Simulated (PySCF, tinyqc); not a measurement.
Inside a calculation. Method: CIS and TDHF on RHF in the sto-3g basis, for H4, spin multiplicity 1. The lowest restricted solution is unstable here: a spin-polarised one lies 0.0237 hartree lower (PySCF). One step of it, computed by the program tinyqc.

Question. CIS matrix, triplets. A(ia,jb) = (e_a - e_i) d_ij d_ab - (ij|ab).

orbital energies (hartree): MO1 -0.628665, MO2 -0.276574, MO3 0.270174, MO4 0.695229

Two-electron integrals over orbitals (pq|rs), unique and non-zero (hartree):
```
(11|11) 0.501934   (21|21) 0.148579   (22|11) 0.492495   (22|22) 0.502062
(31|31) 0.124217   (32|32) 0.082947   (33|11) 0.487185   (33|22) 0.481370
(33|33) 0.494729   (41|32) 0.081745   (41|41) 0.080608   (42|31) 0.125467
(42|42) 0.137535   (43|21) 0.147442   (43|43) 0.162083   (44|11) 0.493788
(44|22) 0.502091   (44|33) 0.501456   (44|44) 0.522416
```

Give: CIS matrix A, triplet.

Answer.

CIS matrix A, triplet (hartree):
```
         1>3      1>4      2>3      2>4
1>3   0.4117   0.0000   0.0000  -0.1474
1>4   0.0000   0.8301  -0.1474   0.0000
2>3   0.0000  -0.1474   0.0654   0.0000
2>4  -0.1474   0.0000   0.0000   0.4697
```
